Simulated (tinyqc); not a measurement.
Six-transistor SRAM cell, nodal equations and margins: one step of the calculation.

Two cross-coupled inverters (pull-down bn, pull-up bp) hold the nodes Q and QB; access transistors (ba, threshold VTn, gate on the word line at Vdd when selected) join them to the bit lines. Transistor (EKV form, voltages against the body): I = 2 n b Vt^2 [F(vp - Vs) - F(vp - Vd)] from drain to source, F(v) = ln^2(1 + exp(v/(2 Vt))), vp = (Vg - VT + sg |Vd - Vs|)/n. n-channel bodies are at 0; for the p-channel device all voltages are counted down from Vdd. b in uA/V^2 gives I in uA. For an access transistor the bit line is the drain and the node the source. In a read both bit lines are at Vdd. The cell is symmetric (no mismatch).

Problem. Node voltages in a read by Newton steps. F1 = In(gate QB, drain Q) - Ip(gate QB, drain Q) - Ia(bit line, Q), F2 the same with Q and QB exchanged; J by central differences with +/- 1e-6 V; solve J d = -F, limit each component to +/- 0.15 V and add.

Values chosen for this exercise:
- T = 293 K (temperature)
- Vdd = 0.9 V (supply voltage)
- n = 1.22 (slope factor)
- sg = 0.082 (drain-induced barrier lowering)
- VTn = 0.39 V (n-channel threshold)
- VTp = 0.26 V (p-channel threshold (magnitude))
- bn = 290 uA/V^2 (gain factor of the pull-down transistor)
- ba = 190 uA/V^2 (gain factor of the access transistor)
- bp = 160 uA/V^2 (gain factor of the pull-up transistor)

Constants: q = 1.602176634e-19 C, kB = 1.380649e-23 J/K, Vt = kB T/q. Results are converted to the units shown.

(Q, QB) after iteration 1 (V): Q 0.09968700, QB 0.89999936

Find: F1, F2; J; (Q, QB) after iteration 2.

Solution.

F1, F2 (uA): [-2.8393, 0.0003]

J (uS):

|  | Q | QB |
|---|---|---|
| F1 | 209.24 | 29.03 |
| F2 | 0.01 | 86.44 |

(Q, QB) after iteration 2 (V): Q 0.11326, QB 0.89999

Computed by the program tinyqc: `OMP_NUM_THREADS=1 python tinyqc.py 2340129 2340130 out.jsonl`, one thread of a shared Intel Xeon 2.30GHz, about 0.2 s for the whole run.
